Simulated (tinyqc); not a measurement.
# Thermal resistances of a two-die stack

Problem. Heat leaves through the lower die only, and the system is linear. Find the resistance R1 from the lower die to the coolant, R2 between the dies, and the rise of the upper die when both are powered.

Inputs (values chosen for the exercise): power of the lower die P1 = 11 W; power of the upper die P2 = 24 W.

rises of the lower and upper die with only the lower one powered (K): 4.84  4.84
rises of the lower and upper die with only the upper one powered (K): 10.56  22.56

Answer. With only the lower die powered no heat crosses R2, so both dies rise by P1 R1; the difference in the second test is P2 R2; rises add.

R1 = 0.440 K/W
R2 = 0.500 K/W
rise of the upper die = 27.4 K

Numbers from tinyqc (`OMP_NUM_THREADS=1 python tinyqc.py 2162068 2162069 out.jsonl`; about 0.04 s on one thread of a shared Intel Xeon 2.30GHz).
